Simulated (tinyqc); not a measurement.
Punch-through p+-n junction, ionisation integral and breakdown: two steps of the calculation.

A p+ layer at x < 0 and an n drift layer from x = 0 to L on an n+ substrate. Depletion approximation, built-in voltage neglected. Local ionisation coefficients alpha_n = an exp(-(bn/E)^mx), alpha_p = ap exp(-(bp/E)^mx). Electrons move towards +x, holes towards x = 0.

Parameters, values chosen for the exercise; material values close to those of gallium arsenide:
```
symbol,value,unit,meaning
eps_r,13.1,,relative permittivity
an,3.05e5,1/cm,prefactor of the electron ionisation coefficient
bn,6.64e5,V/cm,field constant for electrons
ap,2.09e5,1/cm,prefactor of the hole ionisation coefficient
bp,6.48e5,V/cm,field constant for holes
mx,1.6,,exponent
N,1.1e16,cm^-3,donor density of the drift layer
L,0.76,um,thickness of the drift layer
V,21.7,V,reverse voltage
fr,1,,share of the depleted width that the grid covers
```

Constants: q = 1.602176634e-19 C, eps0 = 8.8541878128e-14 F/cm where lengths are in cm. Results are converted to the units shown.

Task 1. Field and ionisation coefficients on a grid. W = sqrt(2 eps0 eps_r V/(q N)), peak field E0 = q N W/(eps0 eps_r), falling linearly to 0 at W; if W > L the layer is punched through: W = L, E0 = V/L + q N L/(2 eps0 eps_r), falling linearly to E1 = V/L - q N L/(2 eps0 eps_r). Grid: 14 equal steps from 0 to fr W.

Wanted: W; x; E; alpha_n; alpha_p.

Result 1.

W = 0.76000 um

```
point,x (um),E (kV/cm),alpha_n (1/cm),alpha_p (1/cm)
0,0.00000,343.26,17227,13177
1,0.05429,335.02,15370,11808
2,0.10857,326.77,13611,10505
3,0.16286,318.52,11953,9272.2
4,0.21714,310.27,10403,8112.9
5,0.27143,302.02,8964.9,7031.0
6,0.32571,293.77,7641.1,6029.6
7,0.38000,285.53,6434.4,5110.9
8,0.43429,277.28,5346.1,4276.7
9,0.48857,269.03,4376.2,3527.7
10,0.54286,260.78,3523.2,2863.7
11,0.59714,252.53,2784.2,2283.6
12,0.65143,244.28,2154.8,1784.7
13,0.70571,236.04,1628.9,1363.7
14,0.76000,227.79,1199.0,1015.6
```

Task 2. Ionisation integrals by the trapezoid rule. G(x) = integral from 0 to x of (alpha_n - alpha_p); I_n = integral of alpha_n exp(-G) (electrons injected at x = 0), I_p = integral of alpha_p exp(G(end) - G) (holes injected at the far edge); M = 1/(1 - I). All integrals by the trapezoid rule on the grid.

```
point,x (um),alpha_n (1/cm),alpha_p (1/cm)
0,0.00000000,17226.989,13177.287
1,0.05428571,15370.253,11808.461
2,0.10857143,13610.613,10505.361
3,0.16285714,11953.407,9272.2082
4,0.21714286,10403.453,8112.9255
5,0.27142857,8964.9067,7031.0391
6,0.32571429,7641.1101,6029.5658
7,0.38000000,6434.4369,5110.8975
8,0.43428571,5346.1377,4276.6798
9,0.48857143,4376.1936,3527.6936
10,0.54285714,3523.1874,2863.7430
11,0.59714286,2784.2033,2283.5590
12,0.65142857,2154.7699,1784.7285
13,0.70571429,1628.8587,1363.6587
14,0.76000000,1198.9533,1015.5895
```

Wanted: G; alpha_n exp(-G); I_n; I_p; M_n; M_p.

Result 2.

```
point,G,alpha_n exp(-G) (1e4 1/cm)
0,0.0000,1.723
1,0.0207,1.506
2,0.0388,1.309
3,0.0545,1.132
4,0.0680,0.972
5,0.0794,0.828
6,0.0890,0.699
7,0.0970,0.584
8,0.1035,0.482
9,0.1087,0.393
10,0.1128,0.315
11,0.1160,0.248
12,0.1183,0.191
13,0.1200,0.144
14,0.1213,0.106
```

I_n = 0.5275
I_p = 0.4665
M_n = 2.116
M_p = 1.875

Program tinyqc, `OMP_NUM_THREADS=1 python tinyqc.py 2120110 2120111 out.jsonl`; Intel Xeon 2.30GHz, shared host, one thread, about 0.07 s.
